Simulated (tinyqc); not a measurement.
Two-band massive Dirac model of the K valleys: one step. Curvature, orbital moment and circular dichroism. Two cases, with inputs chosen for the exercise.

Problem. Omega_c from the formula; orbital moment of both bands m = -tau (a t)^2 G/(c (G^2 + 4 a^2 t^2 k^2)) in Bohr magnetons (charge -e), c = hbar^2/2m0; interband strengths |P+/-|^2 proportional to (1 +/- tau cos(theta))^2 for P+/- = Px +/- i Py, and eta = (|P+|^2 - |P-|^2)/(|P+|^2 + |P-|^2) = 2 tau cos(theta)/(1 + cos^2(theta)).

Basis (conduction, valence): H = [[D/2, a t (tau kx - i ky)], [a t (tau kx + i ky), -D/2 + lam tau sz]], valley tau = +/-1, spin sz = +/-1. The gap of a spin and valley is G = D - lam tau sz. Berry curvature Omega = curl of i<u|grad u>; for the conduction band Omega_c = -tau 2 a^2 t^2 G/(G^2 + 4 a^2 t^2 k^2)^(3/2), and Omega_v = -Omega_c.

Constants: hbar^2/2m0 = 3.80998211 eV angstrom^2.

Case 1.

Values chosen (near those used for monolayer MoS2; not measured data): a = 3.201 angstrom (lattice constant); D = 1.67 eV (gap parameter); t = 1.17 eV (effective hopping); lam = 0.068 eV (half the valence spin splitting); tau = 1 (valley); sz = -1 (spin); k = (-0.028, 0.059) 1/angstrom (wave vector from the valley).

cos(theta) = G/(E+ - E-) = 0.962599

Case 2.

Values chosen (near those used for monolayer WSe2; not measured data): a = 3.304 angstrom (lattice constant); D = 1.52 eV (gap parameter); t = 1.11 eV (effective hopping); lam = 0.219 eV (half the valence spin splitting); tau = 1 (valley); sz = -1 (spin); k = (0.006, 0.031) 1/angstrom (wave vector from the valley).

cos(theta) = G/(E+ - E-) = 0.991248

Give: Omega_c; orbital moment; eta.

Solution.

Case 1.

Omega_c = -8.283 angstrom^2
orbital moment = -1.963 muB
eta = 0.9993

All three change sign with the valley. The selection rule, exact at k = 0, still holds to 99.9 % here.

Case 2.

Omega_c = -8.664 angstrom^2
orbital moment = -1.995 muB
eta = 1.0000

All three change sign with the valley. The selection rule, exact at k = 0, still holds to 100.0 % here.

Computed by tinyqc, one run a case: `OMP_NUM_THREADS=1 python tinyqc.py N N+1 out.jsonl` with N = 1450810, 1450953; one thread of a shared Intel(R) Xeon(R) Processor @ 2.30GHz, about 0.01 s a run at most.
